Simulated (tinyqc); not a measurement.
Where the concentration falls to given levels: concentration-dependent dopant diffusion with charged defects and the built-in field. Computed by tinyqc, a small Python program. Command: `OMP_NUM_THREADS=1 python tinyqc.py 3024716 3024717 out.jsonl extrinsic walk`. One thread of a shared host (Intel(R) Xeon(R) Processor @ 2.30GHz), about 0.09 s of CPU time with the checks.

A constant source C_s feeds a half space. The dopant moves through neutral point defects and through charged ones, whose number grows with the majority carrier density n.

Inputs (values chosen for the exercise, modelled on arsenic in silicon):

| quantity | value | unit |
|---|---|---|
| neutral prefactor D0x | 0.00975 | cm^2/s |
| neutral activation energy E0 | 3.43 | eV |
| singly charged prefactor D01 | 35.2 | cm^2/s |
| activation energy E1 | 4.15 | eV |
| surface concentration C_s | 1.7e+19 | 1/cm^3 |
| temperature T | 975 | C |
| time t | 340 | s |

Field enhancement: off.

Constants: k_B = 8.617333262e-05 eV/K.

Method:
- n_i = 3.87e16 T^1.5 exp(-7014/T) per cm^3 (T in kelvin, an empirical form); each D = prefactor x exp(-E/(k_B T)); the intrinsic diffusivity D_i is their sum.
- Temperatures in kelvin are T(C) + 273.15.
- n = C/2 + sqrt(C^2/4 + n_i^2); D(C) = h [Dx + D1 (n/n_i)], h = 1.
- With y = x/sqrt(D_s t), u = C/C_s and q = -(D/D_s) du/dy: du/dy = -q D_s/D, dq/dy = -(y/2) q D_s/D, u(0) = 1. The surface flux q(0) is shot so that u tends to 0 (LSODA, an adaptive multistep solver, relative tolerance 1e-10). Dose Q = 2 q(0) C_s sqrt(D_s t).
- For comparison, erfc profiles with a constant D: x = 2 sqrt(D t) erfc^-1(C/C_s), with D = D_i and D = D_s.

partial diffusivities (cm^2/s): Dx 1.37834e-16, D1 6.16139e-16

n_i = 6.18851e+18 1/cm^3

surface diffusivity D_s = 2.03092e-15 cm^2/s

intrinsic diffusivity D_i = 7.53973e-16 cm^2/s

Depth (nm):

| C/C_s | D/D_s | full | erfc with D_i | erfc with D_s |
|---|---|---|---|---|
| 8.00e-01 | 0.85196 | 3.211 | 1.814 | 2.977 |
| 5.00e-01 | 0.64425 | 7.600 | 4.830 | 7.926 |
| 2.00e-01 | 0.46583 | 12.501 | 9.176 | 15.060 |
| 1.00e-01 | 0.41577 | 15.008 | 11.778 | 19.330 |
| 3.00e-02 | 0.38401 | 18.438 | 15.539 | 25.502 |
| 1.00e-02 | 0.37544 | 21.060 | 18.444 | 30.270 |
| 1.00e-03 | 0.37166 | 25.745 | 23.561 | 38.669 |
| 1.00e-04 | 0.37129 | 29.761 | 27.858 | 45.721 |

What follows from these numbers?

The depth between C/C_s = 0.1 and 1e-4 spans 14.8 nm in the full profile, against 16.1 nm for D_i and 26.4 nm for D_s; the ratio of the depths at 1e-4 and at 0.5 is 3.92, against 5.77 for any erfc. The profile is moderately steepened. Caution: the built-in field is switched off although C_s exceeds n_i; with it D_s would be larger by the factor 1 + C_s/sqrt(C_s^2 + 4 n_i^2).
